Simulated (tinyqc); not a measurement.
# Illuminated p-n diode, drift-diffusion by the Gummel loop with Scharfetter-Gummel fluxes: Solar-cell figures against the uniform generation rate

Abrupt junction at x = 0, p side from -Lp, n side to Ln, ohmic contacts. psi is counted from the intrinsic level; n = ni exp((psi - phin)/Vt), p = ni exp((phip - psi)/Vt). Contacts: p side psi = V - Vt ln(Na/ni), p = Na, n = ni^2/Na; n side psi = Vt ln(Nd/ni), n = Nd, p = ni^2/Nd. Constant mobilities, D = mu Vt, Boltzmann statistics, SRH recombination through a mid-gap level, U = (n p - ni^2)/(tp (n + ni) + tn (p + ni)). Current is positive from the p contact to the n contact.

ni = sqrt(Nc Nv) exp(-Eg/(2 Vt)), Eg in volts. Poisson and both continuity equations are solved self-consistently with Scharfetter-Gummel fluxes on a graded mesh of 500 nodes. Jsc = -J(0), collected share Jsc/(q G (Lp + Ln)), estimate q G [W + Le tanh(wp/2 Le) + Lh tanh(wn/2 Lh)] at V = 0 with Le = sqrt(Dn tn), Lh = sqrt(Dp tp), W, wp = Lp - xp and wn = Ln - xn from the depletion approximation; J(Voc) = 0; Vmp maximises -J V; FF = Pmax/(Jsc Voc).

Inputs (values chosen for the exercise); band and dielectric values those of a made-up semiconductor:
- T = 300 K (temperature)
- Eg = 1.64 eV (band gap)
- eps_r = 9.55 (relative permittivity)
- Nc = 9.55e17 cm^-3 (conduction-band density of states at T)
- Nv = 1.49e19 cm^-3 (valence-band density of states at T)
- Na = 5.5e16 cm^-3 (acceptor density of the p side)
- Nd = 5.8e15 cm^-3 (donor density of the n side)
- mun = 660 cm^2/(V s) (electron mobility)
- mup = 74 cm^2/(V s) (hole mobility)
- tn = 1e-9 s (SRH lifetime of electrons)
- tp = 2e-8 s (SRH lifetime of holes)
- Lp = 2.9 um (length of the p side)
- Ln = 4.7 um (length of the n side)

Constants: q = 1.602176634e-19 C, kB = 1.380649e-23 J/K, Vt = kB T/q, eps0 = 8.8541878128e-14 F/cm where lengths are in cm. Results are converted to the units shown.

Result of one run:

| G (cm^-3 s^-1) | Jsc (mA/cm^2) | collected share (%) | estimate of Jsc (mA/cm^2) | Voc (V) | Vmp (V) | FF | Pmax (mW/cm^2) |
|---|---|---|---|---|---|---|---|
| 1e18 | 0.0497 | 40.8 | 0.0499 | 0.841 | 0.705 | 0.752 | 0.0314 |

What becomes of these results when the uniform generation rate G is changed from 1e18 to 1e20 cm^-3 s^-1, all else the same?

Result of the changed run:

| G (cm^-3 s^-1) | Jsc (mA/cm^2) | collected share (%) | estimate of Jsc (mA/cm^2) | Voc (V) | Vmp (V) | FF | Pmax (mW/cm^2) |
|---|---|---|---|---|---|---|---|
| 1e20 | 4.97 | 40.8 | 4.99 | 1.05 | 0.913 | 0.781 | 4.07 |

The whole series:

| G (cm^-3 s^-1) | Jsc (mA/cm^2) | collected share (%) | estimate of Jsc (mA/cm^2) | Voc (V) | Vmp (V) | FF | Pmax (mW/cm^2) |
|---|---|---|---|---|---|---|---|
| 3e17 | 0.0149 | 40.8 | 0.0150 | 0.782 | 0.650 | 0.744 | 0.00868 |
| 1e18 | 0.0497 | 40.8 | 0.0499 | 0.841 | 0.705 | 0.752 | 0.0314 |
| 6e18 | 0.298 | 40.8 | 0.300 | 0.927 | 0.787 | 0.763 | 0.211 |
| 2e19 | 0.994 | 40.8 | 0.999 | 0.981 | 0.842 | 0.770 | 0.751 |
| 1e20 | 4.97 | 40.8 | 4.99 | 1.05 | 0.913 | 0.781 | 4.07 |

As G rises from 3e17 to 1e20, the collected share stays near 40.8 %, Voc rises from 0.782 to 1.05 V and FF rises from 0.744 to 0.781. The estimate of Jsc is within 0.46 % in all rows. Voc gains 106 mV a decade of Jsc, an ideality of 1.77.

Numbers from tinyqc (`OMP_NUM_THREADS=1 python tinyqc.py 2240140 2240141 out.jsonl`; about 1 s on one thread of a shared Intel Xeon 2.30GHz).
